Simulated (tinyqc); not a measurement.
Ion-assisted plasma etching: sheath, surface coverage, synergy and aspect-ratio dependence: one step, computed by the program tinyqc.

Radicals adsorb on bare sites; ions remove covered sites with a high yield and bare sites by sputtering; a slow spontaneous reaction acts everywhere, walls included.

Problem. Open-field etch rate. Steady coverage: s G_n (1 - theta) = x Y G_i theta; removal flux = Y G_i theta + Y_p G_i (1 - theta) + k_c G_n; rate = flux/N, 1 cm/s = 6e8 nm/min. Lateral rate = k_c G_n/N; anisotropy = 1 - lateral/vertical; synergy = vertical/(ions alone + radicals alone), with ions alone Y_p G_i/N and radicals alone the lateral rate.

Inputs (values chosen for the exercise, close to those used for silicon in a halogen plasma):

| quantity | value | unit |
|---|---|---|
| gas temperature T_g | 300 | K |
| sticking coefficient s | 0.24 | - |
| radicals per removed unit x | 3 | - |
| spontaneous reaction probability k_c | 0.00024 | - |
| solid density N | 5e+22 | 1/cm^3 |

Feature: long trench.

yield Y = 5.092801

sputter yield Y_p = 0.3129832

ion flux G_i = 4.393292e+15 1/(cm^2 s)

radical flux G_n = 1.831539e+16 1/(cm^2 s)

Give: coverage theta; vertical rate; lateral rate; anisotropy; synergy.

Solution.

coverage theta = 0.06146

vertical rate = 32.04 nm/min

lateral rate = 0.05275 nm/min

anisotropy = 0.9984

synergy = 1.936

The surface is nearly bare: radicals limit the ion-assisted part, and sputtering gives 48 % of the rate. Caution: a sheath of several millimetres is collisional at usual pressures, which lowers the ion energy and widens the angles.
